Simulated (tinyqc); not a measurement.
Inside a calculation. Model: field-effect mobility of a thin-film transistor with band-tail and deep states (multiple trapping). Computed by tinyqc, a small Python program that keeps every step. Command: `OMP_NUM_THREADS=1 python tinyqc.py 3012055 3012056 out.jsonl tft walk`. One thread of a shared host (Intel(R) Xeon(R) Processor @ 2.30GHz), about 0.06 s of CPU time with the checks. Intermediate numbers are printed to about 6 digits and carried at full precision; extremes and crossings named in words are read from the listed rows.

A thick film in accumulation at small drain voltage. Only free electrons move; trapped ones still screen the gate. N_c and mu_0 are held fixed when T changes, leaving out the T^(3/2) growth of N_c. x = E_0 - psi is the distance of the Fermi level below the band edge.

Inputs (values chosen for the exercise, modelled on polycrystalline silicon):
```
quantity,value,unit
permittivity eps,11.7,-
effective density of states N_c,2.8e+19,1/cm^3
band mobility mu_0,160,cm^2/(V s)
tail density at the edge g_t,3.6e+20,1/(eV cm^3)
tail width E_t,45,meV
"flat-band Fermi level below the edge, E_0",0.51,eV
equivalent oxide thickness t,6,nm
surface band bending psi_s as a fraction of E_0,0.87,-
temperature T,250,K
```

Deep states: none.

Constants: k_B = 8.617333262e-05 eV/K; e = 1.602176634e-19 C; eps_0 = 8.8541878128e-12 F/m.

## Free and trapped densities

F_j(eta) = int_0^infinity x^j/(1 + exp(x - eta)) dx, without a gamma-function factor. Integrals over x = E/(k_B T) use 160 Gauss-Legendre points in u = sqrt(x) from 0 to sqrt(max(eta, 0) + 32). Free n(x) = N_c (2/sqrt(pi)) F_1/2(-x/k_B T), with F_1/2 from its two-term series in exp(-x/k_B T) for x >= 12 k_B T; tail n_t(x) = int_0^1.2eV g_t exp(-E/E_t)/(1 + exp((x - E)/k_B T)) dE, E counted down from the edge, 120 Gauss-Legendre points; space charge rho(psi) = n + n_t less its value at psi = 0.

Local densities at x = 0.4, 0.3, 0.2, 0.15, 0.1, 0.05, 0 and -0.05 eV:
```
x (eV),n (1/cm^3),n_t (1/cm^3),n/(n + n_t)
0.40,2.41832e+11,3.36762e+15,7.18057e-05
0.30,2.50856e+13,3.10636e+16,8.06904e-04
0.20,2.60208e+15,2.85389e+17,9.03528e-03
0.15,2.64939e+16,8.57058e+17,2.99857e-02
0.10,2.69012e+17,2.50332e+18,9.70347e-02
0.05,2.65854e+18,6.62426e+18,2.86394e-01
0.00,2.14241e+19,1.28150e+19,6.25721e-01
-0.05,9.28157e+19,1.57132e+19,8.55216e-01
```

E_t/k_B T = 2.09: deep in the tail n_t follows exp(-x/E_t), more slowly than n, so the free share grows as the Fermi level rises.

## One gate voltage

Poisson: F(psi) = sqrt((2 e/(eps eps_0)) int_0^psi rho dpsi'); V_G - V_FB = psi_s + eps F(psi_s) t/3.9; free sheet density N_f = int (n - n(E_0))/F dpsi; induced sheet density N_i = eps eps_0 F(psi_s)/e; trapezoid rule on 301 even points in psi, the first interval left out of N_f. mu_eff = mu_0 N_f/N_i; field-effect mobility mu_FE = mu_0 e (dN_f/dV_G)/C_ox and swing S = dV_G/dlog10(N_f), by a central difference of +/- 2 mV in psi_s; C_ox = 3.9 eps_0/t.

surface field = 286.097 kV/cm

V_G - V_FB = 0.958674 V

free sheet density N_f = 1.28186e+11 1/cm^2

induced sheet density N_i = 1.84985e+12 1/cm^2

effective mobility mu_eff = 11.0873 cm^2/(V s)

field-effect mobility mu_FE = 28.1629 cm^2/(V s)

swing S = 467.172 mV/decade

6.9 % of the induced charge is free. mu_FE exceeds mu_eff because the free share is still growing with V_G. The swing is 9.42 times the ideal ln(10) k_B T/e.

## Transfer curve

The formulas are those given above.

Against the band bending:
```
psi_s (V),V_G - V_FB (V),N_f (1/cm^2),mu_eff (cm^2/(V s)),mu_FE (cm^2/(V s)),S (mV/decade)
0.18,0.20557,1.30358e+07,2.27093e-02,1.49606e-02,89.44
0.26,0.32458,2.04159e+08,1.40807e-01,1.83377e-01,114.28
0.32,0.44684,1.67141e+09,5.86966e-01,1.08147e+00,158.64
0.37,0.59220,9.70402e+09,1.94527e+00,4.35107e+00,228.93
0.41,0.75921,3.95652e+10,5.04658e+00,1.24183e+01,327.03
0.45,1.00450,1.59358e+11,1.28008e+01,3.24970e+01,503.31
0.48,1.27547,4.40062e+11,2.46411e+01,5.99968e+01,752.69
0.52,1.83764,1.50378e+12,5.08343e+01,1.04039e+02,1482.63
0.56,2.72021,3.89121e+12,8.02338e+01,1.31591e+02,3032.49
```

The steepest swing among the rows is 89 mV/decade. mu_eff climbs from 0.023 to 80, 50 % of mu_0 in the last row. Between rows 6 and 7 N_f scales as (V_G - V_FB - psi_s)^2.81; an exponential tail holding all the charge would give the larger of 1 and 2 E_t/k_B T - 1, here 3.18, and free charge alone 1.

Checks made by the program: tail integral against adaptive quadrature (relative difference below 1e-10).
